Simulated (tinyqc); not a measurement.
Ion implantation: universal nuclear stopping, Lindhard-Scharff electronic stopping and a Gaussian range profile: one step, computed by the program tinyqc. Command: `OMP_NUM_THREADS=1 python tinyqc.py 3026279 3026280 out.jsonl implant walk`. One thread of a shared host (Intel(R) Xeon(R) Processor @ 2.30GHz), about 0.06 s of CPU time with the checks.

An ion slows by elastic collisions with screened nuclei and by friction with electrons; channelling is ignored and the target is uniform.

Problem. Range and straggle. Reduced energy eps = 32.53 M2 E/(Z1 Z2 (M1 + M2)(Z1^0.23 + Z2^0.23)), E in keV; s_n = ln(1 + 1.1383 eps)/(2 (eps + 0.01321 eps^0.21226 + 0.19593 eps^0.5)) for eps up to 30 and ln(eps)/(2 eps) above; S_n = 8.462 Z1 Z2 M1 s_n/((M1 + M2)(Z1^0.23 + Z2^0.23)) in 1e-15 eV cm^2. S_e = k 3.83 Z1^(7/6) Z2/(Z1^(2/3) + Z2^(2/3))^(3/2) sqrt(E/M1) in 1e-15 eV cm^2, E in keV. Path length R = int_0^E dE'/(N (S_n + S_e)); energy lost to nuclei nu = int_0^E S_n/(S_n + S_e) dE' (both with E' = E y^3 and 64 Gauss-Legendre points in y). Estimates of Lindhard type: R_p = R/(1 + M2/(3 M1)), straggle dR_p = (2/3) R_p sqrt(M1 M2)/(M1 + M2).

Inputs (values chosen for the exercise, modelled on oxygen ions in aluminium):

| quantity | value | unit |
|---|---|---|
| ion atomic number Z1 | 8 | - |
| ion mass M1 | 16 | u |
| target atomic number Z2 | 13 | - |
| target mass M2 | 26.98 | u |
| target density N | 60.2 | 1/nm^3 |
| ion energy E | 350 | keV |
| scale factor of electronic stopping k | 1.2 | - |

Give: path length R; projected range R_p; straggle dR_p; energy lost to nuclei nu.

Solution.

path length R = 724.1 nm

projected range R_p = 463.5 nm

straggle dR_p = 149.4 nm

energy lost to nuclei nu = 67.51 keV

19 % of the energy goes to nuclei over the whole path. Caution: the estimates of R_p and dR_p assume mainly nuclear stopping and an ion not much lighter than the target; here they are rough, and for light ions in heavy targets the straggle can be low by a factor of two or more.
